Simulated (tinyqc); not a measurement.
# Absorption coefficient and reflectance from two thicknesses

Problem. With transparent contact layers the responsivity is (1 - Rf)(1 - exp(-al wi)) q lam/(h c). The second absorber is twice as thick as the first. Find al and Rf.

Inputs (values chosen for the exercise):
```
symbol,value,unit,meaning
lam,1000,nm,wavelength
```

Constants: q = 1.602176634e-19 C, h = 6.62607015e-34 J s, c = 299792458 m/s. Results are converted to the units shown.

responsivity for wi = 30 and 60 um (A/W): 0.12928503  0.23675586

Solution. The ratio of the responsivities is 1 + exp(-al w1), which gives al; either value then gives 1 - Rf.

al = 61.60 1/cm
Rf = 0.05000

Program tinyqc, `OMP_NUM_THREADS=1 python tinyqc.py 2250101 2250102 out.jsonl`; Intel Xeon 2.30GHz, shared host, one thread, about 0.01 s.
